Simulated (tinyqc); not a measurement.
Course in time: spin coating of a resist or spin-on film: centrifugal thinning, evaporation and the final thickness (Emslie and Meyerhofer models). Computed by tinyqc, a small Python program. Command: `OMP_NUM_THREADS=1 python tinyqc.py 3111983 3111984 out.jsonl spincoat walk`. One thread of a shared host (Intel(R) Xeon(R) Processor @ 2.30GHz), about 0.08 s of CPU time with the checks.

A Newtonian film stays uniform over the wafer; solvent and solids have the same density and the concentration is uniform through the thickness.

Inputs (values chosen for the exercise, of the order of those of a polymer resist in an ester solvent):
```
quantity                                 value          unit
solids volume fraction c0                 0.17             -
kinematic viscosity of the solvent nu_s    2.3        mm^2/s
viscosity constant k                      1500        mm^2/s
viscosity exponent gamma                   3.3             -
spin speed f                              2000           rpm
evaporation rate at 1000 rpm e0           0.57  micrometre/s
starting thickness h0                      400    micrometre
wafer radius R                             100            mm
shrinkage in the bake                      5.9             %
```

Method:
- omega = 2 pi f/60; nu(c) = nu_s + k c^gamma; evaporation rate e = e0 sqrt(f/1000 rpm).
- Flow constant K = 2 omega^2/(3 nu(c0)); Reynolds number of the air omega R^2/nu_air with nu_air = 15 mm^2/s.
- Meyerhofer estimate: flow rules until (1 - c0) K h^3 = e, then evaporation alone: h_w = (e/((1 - c0) K))^(1/3), dry film c0 h_w.
- Full model for solids s and liquid l per area, h = s + l, c = s/h: ds/dt = -c Q, dl/dt = -(1 - c) Q - e, Q = 2 omega^2 h^3/(3 nu(c)); integrated adaptively (relative tolerance 1e-9) until l = 0.
- Dry film = s at l = 0, before the bake; film after the bake = s x (1 - shrinkage).
- Times are fractions of the time to dry.

omega = 209.440 1/s

evaporation rate e = 0.806102 micrometre/s

dry film = 1180.51 nm

dry film, estimate = 1026.60 nm

History:
```
fraction       t (s)  h (micrometre)        c  nu (mm^2/s)         Q/e  s (nm)
0.003     2.4546e-02          67.000  0.17003         6.63  1.6447e+03   11392
0.010     8.1820e-02          37.057  0.17020         6.65  2.7768e+02    6307
0.030     2.4546e-01          21.438  0.17105         6.72  5.3190e+01    3667
0.100     8.1820e-01          11.688  0.17650         7.20  8.0420e+00    2063
0.200     1.6364e+00           8.147  0.18916         8.46  2.3184e+00    1541
0.350     2.8637e+00           5.913  0.21860        12.23  6.1333e-01    1293
0.500     4.0910e+00           4.581  0.26457        20.94  1.6657e-01    1212
0.700     5.7274e+00           3.167  0.37383        60.64  1.9013e-02    1184
0.900     7.3638e+00           1.840  0.64157       349.03  6.4771e-04    1181
```

Q/e drops below 1 between t = 1.6 and 2.9 s, when c has risen from 0.17 to about 0.219; after that row the solids fall by a further 9 %. The full model gives 1.15 times the two-stage estimate.
